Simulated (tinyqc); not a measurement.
Strained Delta valleys, repopulation and conductivity mass: one step of the calculation.

A cubic crystal with three pairs of conduction valleys along x, y and z under uniaxial stress X along [100] (X > 0 is tension); current along [010]. Non-degenerate electrons, fixed total density, one relaxation time for all valleys and stresses, masses unchanged by strain, so the mobility goes as the mean inverse mass.

Question. Conductivity mass and mobility. Inverse mass along the current d = [010]: (n.d)^2/ml + (1 - (n.d)^2)/mt; mu/mu0 = sum f (1/m) over the plain mean of 1/m.

Values chosen for this exercise: longitudinal mass ml = 0.918 m0; transverse mass mt = 0.197 m0.

share f, valley x to z: 0.24720573  0.37639713  0.37639713

Wanted: 1/m along d; conductivity mass; unstrained value; mu/mu0.

Answer.

1/m along d, valley x to z (1/m0): 5.076  1.089  5.076
conductivity mass = 0.2797 m0
unstrained value = 0.2669 m0
mu/mu0 = 0.9542

The possible range, all electrons in one kind of valley, is 0.291 to 1.35.

Program tinyqc, `OMP_NUM_THREADS=1 python tinyqc.py 2530080 2530081 out.jsonl`; Intel Xeon 2.30GHz, shared host, one thread, about 0.01 s.
